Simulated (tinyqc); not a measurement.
Inputs raised by 2 %, one at a time: size effects in the resistivity of thin metal films and interconnect lines. Computed by tinyqc, a small Python program. Command: `OMP_NUM_THREADS=1 python tinyqc.py 3004774 3004775 out.jsonl size sens`. One thread of a shared host (Intel(R) Xeon(R) Processor @ 2.30GHz), about 0.01 s of CPU time with the checks.

Electrons lose their drift at surfaces (a share 1 - p of the hits) and at grain boundaries (reflection R), besides bulk scattering. The line sits in a trench with a non-conducting liner on both walls and the bottom; the spacing equals the drawn width.

Inputs (values chosen for the exercise, modelled on copper): bulk resistivity rho_b = 1.69 microohm cm; bulk mean free path lambda = 42.2 nm; specularity p = 0; grain-boundary reflection R = 0.58; drawn line width w = 4 nm; grain size over metal width = 2.1; aspect ratio (height over width) = 2.3; liner thickness t = 0.6 nm; line length = 19 micrometre; permittivity of the dielectric k = 2.7.

Geometry: line.

Constants: eps_0 = 8.8541878128e-12 F/m.

Method:
- Metal width w_m = w - 2t, height h_m = (aspect ratio) w - t, grain size D = (ratio) w_m.
- Mayadas-Shatzkes: alpha = (lambda/D) R/(1 - R); rho_b/rho = 1 - 3 alpha/2 + 3 alpha^2 - 3 alpha^3 ln(1 + 1/alpha).
- Fuchs-Sondheimer film: rho_b/rho = 1 - (3/(2 kappa))(1 - p) int_0^1 (s - s^3)(1 - exp(-kappa/s))/(1 - p exp(-kappa/s)) ds, f = rho/rho_b, kappa = thickness/lambda, 80 Gauss-Legendre points.
- Line: the excess of a film of thickness w_m and of a film of thickness h_m are added, rho/rho_b = 1 + (f(w_m) - 1) + (f(h_m) - 1), an estimate that holds best when both sides exceed lambda.
- Total: rho = rho_b [1 + surface excess + grain excess]; resistance per length rho/(w_m h_m); capacitance per length C = 2 k eps_0 (aspect ratio + 1/2), a parallel-plate estimate for two neighbours plus a fixed term for the planes above and below; delay 0.38 R C L^2; effective resistivity per drawn area.

Runs; columns: (1) input moved; (2) from; (3) to; (4) resistance per length (ohm/micrometre); (5) effective resistivity per drawn area (microohm cm); (6) rho/rho_b from surfaces; (7) rho/rho_b from grains:
```
(1)                                    (2)     (3)    (4)     (5)     (6)     (7)
base run                                 -       -  15204  55.949  8.3850  14.278
bulk resistivity rho_b (microohm cm)  1.69  1.7238  15508  57.068  8.3850  14.278
drawn line width w (nm)                  4    4.08  14119  54.057  8.2244  13.911
grain size over metal width            2.1   2.142  15022  55.280  8.3850  14.019
aspect ratio (height over width)       2.3   2.346  14859  55.776  8.3474  14.278
liner thickness t (nm)                 0.6   0.612  15466  56.916  8.4257  14.392
line length (micrometre)                19   19.38  15204  55.949  8.3850  14.278
permittivity of the dielectric k       2.7   2.754  15204  55.949  8.3850  14.278
```

Exponents ln(y'/y) / ln(x'/x):
```
input                             resistance per length  effective resistivity per drawn area  rho/rho_b from surfaces  rho/rho_b from grains
bulk resistivity rho_b                            1.000                                 1.000                    0.000                  0.000
drawn line width w                               -3.737                                -1.737                   -0.977                 -1.316
grain size over metal width                      -0.608                                -0.608                    0.000                 -0.925
aspect ratio (height over width)                 -1.157                                -0.157                   -0.227                  0.000
liner thickness t                                 0.865                                 0.865                    0.244                  0.403
line length                                       0.000                                 0.000                    0.000                  0.000
permittivity of the dielectric k                  0.000                                 0.000                    0.000                  0.000
```

Which inputs matter most for each result?

Among the inputs moved here: resistance per length answers most in size to drawn line width w (exponent -3.737), next to aspect ratio (height over width) (-1.157); its exponent is below 0.0005 for line length, permittivity of the dielectric k. Effective resistivity per drawn area answers most in size to drawn line width w (exponent -1.737), next to bulk resistivity rho_b (+1.000); its exponent is below 0.0005 for line length, permittivity of the dielectric k. rho/rho_b from surfaces answers most in size to drawn line width w (exponent -0.977), next to liner thickness t (+0.244); its exponent is below 0.0005 for bulk resistivity rho_b, grain size over metal width, line length, permittivity of the dielectric k. rho/rho_b from grains answers most in size to drawn line width w (exponent -1.316), next to grain size over metal width (-0.925); its exponent is below 0.0005 for bulk resistivity rho_b, aspect ratio (height over width), line length, permittivity of the dielectric k.

Caution (all rows): for lines much narrower than lambda adding the two film terms and the grain term underestimates the resistivity.
